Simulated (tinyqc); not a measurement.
What each parameter does: two-dimensional electron gas with Rashba and Dresselhaus coupling.

H = c k^2/m + al (ky sx - kx sy) + b1 (kx sx - ky sy) + gam kx ky (kx sy - ky sx), s the Pauli matrices, x = [100], c = hbar^2/2m0, b1 = gam (pi/L)^2 (hard walls). H = c k^2/m + B.s, so E = c k^2/m -/+ |B| and the lower state has its spin along -B.

Constants: hbar^2/2m0 = 3.80998211 eV angstrom^2.

Parameters, chosen for this exercise (of the size met in GaN; shifted at random, so the results belong to these values and not to a real crystal):
- m = 0.2053 m0 (mass)
- al = 0.0041 eV angstrom (Rashba constant)
- gam = 0 eV angstrom^3 (bulk Dresselhaus constant)
- L = 191 angstrom (width of the (001) well)
- n = 4.1 1e11/cm^2 (sheet density (one subband filled))

Splittings 2|B| at k0 = sqrt(2 pi n) along [100], [110] and [-110], and E0 = c k0^2/m; 1e11/cm^2 = 1e-5/angstrom^2.

One parameter was then changed.

Results before and after:
```
case,[100] (meV),[110] (meV),[-110] (meV),E0 (meV)
base,0.1316,0.1316,0.1316,4.78
changed,0.1342,0.1453,0.1180,4.78
```

Which of these changes was made? (a) m = 0.22583 m0; (b) gam = 3 eV angstrom^3; (c) L = 211 angstrom; (d) n = 6.15 1e11/cm^2; (e) al = 0.00492 eV angstrom.

Answer: (b) gam = 3 eV angstrom^3. Of the candidates, run in turn, only this one gives the changed row.

All candidates:
```
case,[100] (meV),[110] (meV),[-110] (meV),E0 (meV)
base,0.1316,0.1316,0.1316,4.78
m = 0.22583 m0,0.1316,0.1316,0.1316,4.35
al = 0.00492 eV angstrom,0.1579,0.1579,0.1579,4.78
gam = 3 eV angstrom^3,0.1342,0.1453,0.1180,4.78
L = 211 angstrom,0.1316,0.1316,0.1316,4.78
n = 6.15 1e11/cm^2,0.1612,0.1612,0.1612,7.17
```

Program tinyqc; command `OMP_NUM_THREADS=1 python tinyqc.py 1451344 1451345 out.jsonl`; about 0.01 s on one thread of a shared Intel(R) Xeon(R) Processor @ 2.30GHz.
